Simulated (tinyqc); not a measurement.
From results back to parameters: quantum-confined Stark effect in a modulator well. Three cases, with inputs chosen for the exercise.

Problem. The shift of E_e + E_h was computed from a hidden field.

Envelopes on cells of 0.5 angstrom over the well |z| < L/2 and 45 angstrom of barrier on each side, psi = 0 beyond, psi'/m continuous (mean mass between points), c = hbar^2/2m0. The electron sees + e F z and the hole - e F z, each with its offset in the barriers; 1 kV/cm = 1e-5 eV/angstrom. Light holes, band mixing and escape by tunnelling are left out.

Constants: hbar^2/2m0 = 3.80998211 eV angstrom^2.

Find: F; local exponent d ln(shift)/d ln F.

Method. The shift grows steadily in size with F, so bisection finds one value; its slope is -e times the separation of the carriers.

Case 1.

Values chosen (near those of a Ge well in SiGe, direct gap; the results hold for these values, not for the real material): L = 98 angstrom (well width); Vc = 0.358 eV (conduction offset); Vv = 0.103 eV (heavy-hole offset); me = 0.0413 m0 (electron, well); meb = 0.0545 m0 (electron, barrier); mh = 0.2 m0 (heavy hole along z, well); mhb = 0.224 m0 (heavy hole, barrier).

shift = -2.606 meV

Solution.

F = 36.0 kV/cm
local exponent d ln(shift)/d ln F = 1.96

Case 2.

Values chosen (near those of an InGaAsP well in InP; the results hold for these values, not for the real material): L = 112 angstrom (well width); Vc = 0.186 eV (conduction offset); Vv = 0.308 eV (heavy-hole offset); me = 0.0497 m0 (electron, well); meb = 0.078 m0 (electron, barrier); mh = 0.369 m0 (heavy hole along z, well); mhb = 0.487 m0 (heavy hole, barrier).

shift = -14.301 meV

Solution.

F = 68.0 kV/cm
local exponent d ln(shift)/d ln F = 1.78

Case 3.

Values chosen (near those of an InGaAs well in InAlAs; the results hold for these values, not for the real material): L = 92 angstrom (well width); Vc = 0.49 eV (conduction offset); Vv = 0.215 eV (heavy-hole offset); me = 0.0421 m0 (electron, well); meb = 0.0766 m0 (electron, barrier); mh = 0.376 m0 (heavy hole along z, well); mhb = 0.437 m0 (heavy hole, barrier).

shift = -25.504 meV

Solution.

F = 136.0 kV/cm
local exponent d ln(shift)/d ln F = 1.70

Computed by tinyqc, one run a case: `OMP_NUM_THREADS=1 python tinyqc.py N N+1 out.jsonl` with N = 1250926, 1250928, 1251009; one thread of a shared Intel(R) Xeon(R) Processor @ 2.30GHz, about 0.1 s a run at most.
